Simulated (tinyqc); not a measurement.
Plane-wave Kohn-Sham cycle with exchange-only LDA in a layered model solid, step by step. One step of it, computed by the program tinyqc.

Task: Iteration 1: potential. V_H(G) = 4 pi rho(G)/G^2 for G != 0 (uniform background); v_x = -(3 rho/pi)^(1/3); V = V_ext + V_H + v_x; Fourier components f(G_m) = (1/N) sum_j f(x_j) exp(-i G_m x_j).

A solid whose potential varies along x alone (atomic units):

| parameter | value |
|---|---|
| period a | 17.800000 |
| cross-section of the cell | 37.000000 |
| electrons per cell | 4 |
| grid points | 16 |
| plane waves -n..n, n | 2 |
| k points | 2 |
| V1 in V1 cos(2 pi x/a) | -0.310000 |

density at the start, on the grid x_j = j a/N (e/bohr^3): 0.00607349  0.00607349  0.00607349  0.00607349  0.00607349  0.00607349  0.00607349  0.00607349  0.00607349  0.00607349  0.00607349  0.00607349  0.00607349  0.00607349  0.00607349  0.00607349

Give: Potentials on the grid; V(G_m), m = 0, 1, 2, ....

Result:

Potentials on the grid (hartree):

| x | V_ext | V_H | v_x | V |
|---|---|---|---|---|
| 0.0000 | -0.3100 | 0.0000 | -0.1797 | -0.4897 |
| 1.1125 | -0.2864 | 0.0000 | -0.1797 | -0.4661 |
| 2.2250 | -0.2192 | 0.0000 | -0.1797 | -0.3989 |
| 3.3375 | -0.1186 | 0.0000 | -0.1797 | -0.2983 |
| 4.4500 | 0 | 0.0000 | -0.1797 | -0.1797 |
| 5.5625 | 0.1186 | 0.0000 | -0.1797 | -0.0610 |
| 6.6750 | 0.2192 | 0.0000 | -0.1797 | 0.0395 |
| 7.7875 | 0.2864 | 0.0000 | -0.1797 | 0.1067 |
| 8.9000 | 0.3100 | 0.0000 | -0.1797 | 0.1303 |
| 10.0125 | 0.2864 | 0.0000 | -0.1797 | 0.1067 |
| 11.1250 | 0.2192 | 0.0000 | -0.1797 | 0.0395 |
| 12.2375 | 0.1186 | 0.0000 | -0.1797 | -0.0610 |
| 13.3500 | 0 | 0.0000 | -0.1797 | -0.1797 |
| 14.4625 | -0.1186 | 0.0000 | -0.1797 | -0.2983 |
| 15.5750 | -0.2192 | 0.0000 | -0.1797 | -0.3989 |
| 16.6875 | -0.2864 | 0.0000 | -0.1797 | -0.4661 |

V(G_m), m = 0, 1, 2, ... (hartree): -0.1797  -0.1550  0.0000  0.0000  0.0000
